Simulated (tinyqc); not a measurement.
Surface Green function of a two-leg ladder, Sancho-Rubio decimation: densities of states against energy.

A semi-infinite lead of cells 0, 1, 2, ... with H0 inside a cell and H1 = <cell i|H|cell i + 1>. One rung (site 1 on leg a, site 2 on leg b) is a cell; all hoppings enter with a minus sign. z = E + i eta.

Start with e_s = e = H0, a = H1, b = H1^dagger. Each round: g = (z - e)^(-1); e_s <- e_s + a g b; e <- e + a g b + b g a; a <- a g a; b <- b g b (all with the old a, b). Round k joins cells 2^k apart. Stop when the largest entry of the matrices a and b is below 1e-12 eV; g_s = (z - e_s)^(-1), bulk (z - e)^(-1), density of states -Im Tr/pi. Here eta = 0.01 eV. Open modes are the crossings of E with the bands of H0 + H1 exp(ik) + H1^dagger exp(-ik) for 0 < k < pi.

H0 (eV):

|  | 1 | 2 |
|---|---|---|
| 1 | 0 | -1.47 |
| 2 | -1.47 | 0.45 |

H1 (eV):

|  | 1 | 2 |
|---|---|---|
| 1 | -1 | -0.21 |
| 2 | 0 | -1.24 |

Densities of states against energy:

| E (eV) | open modes | rounds | surface (1/eV) | bulk (1/eV) |
|---|---|---|---|---|
| -4.06 | 0 | 6 | 0.0012117 | 0.0034988 |
| -3.31 | 1 | 12 | 0.14094 | 0.24299 |
| -2.56 | 1 | 13 | 0.22147 | 0.15560 |
| -1.81 | 1 | 13 | 0.25527 | 0.13570 |
| -1.06 | 1 | 13 | 0.26089 | 0.13408 |
| -0.31 | 2 | 13 | 0.28652 | 1.0886 |
| 0.44 | 2 | 13 | 0.42938 | 0.38770 |
| 1.19 | 1 | 13 | 0.30611 | 0.20032 |
| 1.94 | 1 | 13 | 0.30627 | 0.15545 |
| 2.69 | 1 | 13 | 0.26748 | 0.17316 |
| 3.44 | 1 | 12 | 0.16735 | 0.26911 |
| 4.19 | 0 | 6 | 0.0013813 | 0.0035680 |

What does the comparison show?

The bands of the infinite lead run over -3.70 to 1.12, -0.335 to 3.81 eV. The rounds lie between 6 and 13, 6.0 on average outside the bands and 12.8 inside. The surface density of states is largest at E = 0.44 eV among the rows (0.429 1/eV, bulk 0.388).

tinyqc, about 0.05 s, one thread, Intel Xeon 2.30GHz (shared host): `OMP_NUM_THREADS=1 python tinyqc.py 2680123 2680124 out.jsonl`
